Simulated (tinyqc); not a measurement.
Inside a calculation. Model: molecular dynamics of a small cluster by velocity Verlet steps. Computed by tinyqc, a small Python program that keeps every step. Command: `OMP_NUM_THREADS=1 python tinyqc.py 3011698 3011699 out.jsonl verlet walk`. One thread of a shared host (Intel(R) Xeon(R) Processor @ 2.30GHz), about 0.08 s of CPU time with the checks. Intermediate numbers are printed to about 6 digits and carried at full precision; extremes and crossings named in words are read from the listed rows.

E = sum_(i<j) phi(r_ij), phi(r) = eps [exp(-2 alpha (r - r0)) - 2 exp(-alpha (r - r0))]; the force on i is -sum_j phi'(r_ij) (R_i - R_j)/r_ij.

Inputs (values chosen for the exercise, for model atoms):
```
quantity         value        unit
length r0         3.14    angstrom
well depth eps    0.23          eV
stiffness alpha   1.41  1/angstrom
atomic mass M     24.1           u
time step dt        11          fs
steps              100           -
```

Potential: Morse. Thermostat: none.

starting positions (angstrom):
```
           x      y      z
atom 1  0.04  -0.04   0.01
atom 2  3.18      0  -0.01
atom 3  1.56   2.72      0
atom 4  1.59   0.85   2.56
```

starting velocities (angstrom/fs):
```
               x         y         z
atom 1   0.00171   0.00272  -0.00387
atom 2  -0.00083    0.0047  -0.00151
atom 3    -6e-05  -0.00623   0.00175
atom 4  -0.00082  -0.00119   0.00363
```

Constants: 1 eV/(angstrom u) = 9.648533212e-03 angstrom/fs^2; k_B = 8.617333262e-05 eV/K.

## State at the start

Velocity Verlet: a = c F/M with c = 9.648533212e-3 angstrom/fs^2 per eV/(angstrom u); R(new) = R + v dt + a dt^2/2; v(new) = v + (a + a(new)) dt/2. Kinetic energy K = M v^2/(2c); temperature T = 2K/((3N - 3) k_B), rotation of the cluster included.

forces (eV/angstrom):
```
                 x           y           z
atom 1  -0.0075111   0.0013524  -0.0205917
atom 2  -0.0114615   0.0190983  -0.0004168
atom 3   0.0070256  -0.0431637   0.0210090
atom 4   0.0119471   0.0227129  -0.0000005
```

potential energy = -1.37893 eV

kinetic energy = 0.134260 eV

temperature = 346.226 K

## Step 1

The formulas are those given above.

positions after step 1 (angstrom):
```
              x         y         z
atom 1  0.05863  -0.01005  -0.03307
atom 2  3.17059   0.05216  -0.02662
atom 3  1.55951   2.65042   0.01976
atom 4  1.58127   0.83746   2.59993
```

new forces (eV/angstrom):
```
                x          y          z
atom 1  -0.064830  -0.077385   0.011151
atom 2   0.061436  -0.069634   0.019247
atom 3  -0.001551   0.150387   0.012791
atom 4   0.004944  -0.003369  -0.043190
```

velocities after step 1 (angstrom/fs):
```
                  x            y            z
atom 1   0.00155071   0.00255258  -0.00389079
atom 2  -0.00071996   0.00458872  -0.00146854
atom 3  -0.00004794  -0.00599390   0.00182443
atom 4  -0.00078281  -0.00114741   0.00353490
```

total energy = -1.24512 eV

## Step 2

The formulas are those given above.

positions after step 2 (angstrom):
```
              x        y         z
atom 1  0.07412  0.01616  -0.07560
atom 2  3.16416  0.10095  -0.04231
atom 3  1.55895  2.58813   0.04014
atom 4  1.57278  0.82476   2.63777
```

new forces (eV/angstrom):
```
                x          y          z
atom 1  -0.135213  -0.178561   0.033917
atom 2   0.154825  -0.188486   0.034295
atom 3  -0.019864   0.390959   0.014937
atom 4   0.000252  -0.023912  -0.083149
```

velocities after step 2 (angstrom/fs):
```
                  x            y            z
atom 1   0.00111023   0.00198900  -0.00379155
atom 2  -0.00024376   0.00402036  -0.00135064
atom 3  -0.00009510  -0.00480188   0.00188548
atom 4  -0.00077136  -0.00120748   0.00325670
```

total energy = -1.24433 eV

## Fastest vibration

Relax the cluster, diagonalise the Hessian (central differences): omega_max = sqrt(c lambda_max/M). Verlet steps are stable for omega_max dt < 2.

omega_max = 0.0382692 1/fs

shortest period = 164.184 fs

omega_max dt = 0.420961

The step is 1/14.9 of the shortest period.

## The trajectory

Spread = largest minus smallest value. The test of the step is the spread (largest minus smallest) of the total energy over the run without thermostat, against the spread of K; the step passes below 5 %. The mean T is over the second half.

Course of the run (evenly spaced rows):
```
step  t (fs)    U (eV)    K (eV)  U + K (eV)    T (K)
0          0  -1.37893  0.134260    -1.24467  346.226
7         77  -1.33092  0.086497    -1.24442  223.058
14       154  -1.32902  0.084331    -1.24469  217.472
21       231  -1.36803  0.123894    -1.24413  319.496
28       308  -1.26911  0.026732    -1.24238   68.936
35       385  -1.35648  0.112070    -1.24441  289.003
42       462  -1.32489  0.081436    -1.24345  210.005
49       539  -1.27945  0.037327    -1.24213   96.259
56       616  -1.33927  0.096021    -1.24325  247.617
63       693  -1.30816  0.065225    -1.24294  168.201
70       770  -1.28670  0.044531    -1.24217  114.835
77       847  -1.32898  0.085983    -1.24299  221.733
84       924  -1.29666  0.054115    -1.24254  139.550
91      1001  -1.29982  0.056829    -1.24299  146.550
98      1078  -1.34726  0.103639    -1.24362  267.261
```

spread of the total energy = 0.00391482 eV

spread of the total over spread of K = 0.0357451

mean temperature = 197.906 K

The total energy keeps within 3.6 % of the swings of K, so the step passes.

## Energy conservation against the time step

Runs without thermostat over the same span of time, steps x dt; spread = largest minus smallest value. For contrast, the energy gained over the first 30 dt (dt of the inputs) by explicit Euler steps: R(new) = R + v dt, v(new) = v + a dt.

Energy error (eV):
```
dt (fs)  omega_max dt  Verlet, spread of U + K  Euler, gain in U + K
1.375         0.05262              5.82425e-05               0.05671
2.750         0.10524              2.32771e-04               0.14146
5.500         0.21048              9.22369e-04               0.44697
11.000        0.42096              3.91482e-03               1.96431
22.000        0.84192              1.78882e-02               2.22689
33.000        1.26288              6.80148e-02               8.65483
```

The Verlet error grows as dt^2.00 between the first rows, the second order of the method. Euler steps gain energy steadily: over that short span the gain in the first row is already 970 times the Verlet spread of the whole run, and it grows as dt^1.32, tending to the first order of that method as dt shrinks. Caution: where the Euler gain approaches or exceeds the binding energy the cluster has blown apart.

Checks made by the program: time reversal over 50 steps (relative difference below 1e-10).
